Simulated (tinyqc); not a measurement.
# Worked calculation: long-channel MOSFET, surface-potential model

tinyqc, about 0.03 s, one thread, Intel Xeon 2.30GHz (shared host): `OMP_NUM_THREADS=1 python tinyqc.py 2360091 2360092 out.jsonl` Printed values are rounded.

n-channel transistor on a uniformly doped p-type body, gradual-channel approximation, constant mobility, Boltzmann statistics, full ionisation. Potentials are counted from the neutral body; V is the electron quasi-Fermi potential, Vsb at the source and Vsb + Vds at the drain. Charges are magnitudes per area.

Parameters, values chosen for the exercise; material values those of a made-up semiconductor: temperature T = 300 K; band gap Eg = 1.27 eV; relative permittivity of the semiconductor eps_r = 9.24; conduction-band density of states at T Nc = 2.12e19 cm^-3; valence-band density of states at T Nv = 3.32e19 cm^-3; acceptor density of the body Na = 6.9e17 cm^-3; relative permittivity of the gate insulator eox = 3.87; insulator thickness tox = 4.7 nm; flat-band voltage Vfb = -0.75 V; channel mobility mu = 200 cm^2/(V s); gate width W = 5 um; gate length L = 5 um; source-body reverse bias Vsb = 0 V; gate-source voltage Vgs = 1.29 V; drain-source voltage Vds = 2 V.

Constants: q = 1.602176634e-19 C, kB = 1.380649e-23 J/K, Vt = kB T/q, eps0 = 8.8541878128e-14 F/cm where lengths are in cm. Results are converted to the units shown.

Range of the model: The surface electron density at the source passes 0.3 Nc, where degeneracy, left out here, matters.

## Body potential, insulator capacitance and body factor

ni = sqrt(Nc Nv) exp(-Eg/(2 Vt)), Eg in volts; phiF = Vt ln(Na/ni); Cox = eps0 eox/tox; gamma = sqrt(2 q eps0 eps_r Na)/Cox. VT = Vfb + 2 phiF + gamma sqrt(2 phiF + Vsb), m = 1 + gamma/(2 sqrt(2 phiF + Vsb)).

ni = 5.704354e8 cm^-3
phiF = 0.5406573 V
Cox = 0.7290576 uF/cm^2
gamma = 0.5833689 V^0.5
VT = 0.9379381 V
m = 1.280503

## Iteration 1: surface potential at the source by Newton steps

psi at the start (the root without inversion charge) = 1.364930 V

With V = Vsb: G = psi - Vt + Vt e, e = exp((psi - 2 phiF - Vsb)/Vt); f = Vgs + Vsb - Vfb - psi - gamma sqrt(G); f' = -1 - gamma (1 + e)/(2 sqrt(G)); psi(new) = psi - f/f'.

G = 1504.563 V
f = -21.95305 V
f' = -438.2654
psi after iteration 1 = 1.314839 V

## Iteration 2: surface potential at the source by Newton steps

As before.

G = 217.8278 V
f = -7.884776 V
f' = -166.5580
psi after iteration 2 = 1.267500 V

## Course of the iteration: surface potential at the source by Newton steps

Stop when psi changes by less than 1e-10 V, or after 40 iterations.

Course of the iteration:
```
iteration   psi (V)  |change| (V)
1          1.314839        0.0501
2          1.267500        0.0473
3          1.226435        0.0411
4          1.196452        0.0300
5          1.180815        0.0156
6          1.176988       3.83e-3
7          1.176792       1.96e-4
8          1.176791       4.86e-7
9          1.176791      2.98e-12
```

Converged in 9 iterations. At the end the number of correct digits about doubles with each step.

## Charges and current of the charge-sheet model

psi_0 = 1.176791 V
psi_L = 1.364933 V

psi_0 and psi_L solve Vgs + Vsb - Vfb - psi = gamma sqrt(G) at V = Vsb and Vsb + Vds. Qi = Cox gamma [sqrt(G) - sqrt(psi - Vt)], G = psi - Vt + Vt exp((psi - 2 phiF - V)/Vt), at both ends. With U = Vgs + Vsb - Vfb: drift = mu (W/L) Cox [U (psi_L - psi_0) - (psi_L^2 - psi_0^2)/2 - (2/3) gamma ((psi_L - Vt)^1.5 - (psi_0 - Vt)^1.5)]; diffusion = mu (W/L) Vt (Qi0 - QiL).

Qi0 = 173.0490 nC/cm^2
QiL = 6.963518e-29 nC/cm^2
drift current = 3.247265 uA
diffusion current = 0.8947326 uA
drain current = 4.141997 uA

Drift carries 78.4 % of the current. The drain end is pinched off: its charge is under 1 % of that at the source.

## Inversion charge along the channel

V, point 0 to 6 (V): [0, 0.3333333, 0.6666667, 1, 1.333333, 1.666667, 2]

The surface potential psi at channel potential V solves Vgs + Vsb - Vfb - psi = gamma sqrt(G), G = psi - Vt + Vt exp((psi - 2 phiF - V)/Vt). Charge sheet: Qi = Cox gamma [sqrt(G) - sqrt(psi - Vt)]. Pao-Sah: Qi = (Cox gamma/2) integral from 3 Vt to psi of exp((u - 2 phiF - V)/Vt)/sqrt(G(u, V)) du.

psi, point 0 to 6 (V): [1.176791, 1.364194, 1.364933, 1.364933, 1.364933, 1.364933, 1.364933]
Qi, charge sheet, point 0 to 6 (nC/cm^2): [173.0490, 0.6745360, 1.745190e-6, 4.386209e-12, 1.102391e-17, 2.770654e-23, 6.963518e-29]
Qi, Pao-Sah, point 0 to 6 (nC/cm^2): [174.8953, 0.6812471, 1.762550e-6, 4.429838e-12, 1.113357e-17, 2.798213e-23, 7.032783e-29]

At the source the charge-sheet charge is 1.1 % below the Pao-Sah one.

## Pao-Sah current by Simpson's rule

I = mu (W/L) integral of Qi dV; Simpson's rule on the 7 points, step Vds/6, weights 1, 4, 2, ..., 4, 1 times step/3.

Pao-Sah current = 3.947118 uA

Gauss-Legendre quadrature on many points gives 4.228 uA, so this value is 6.6 % below it; the charge-sheet current, 4.142 uA, is 2.0 % below it.
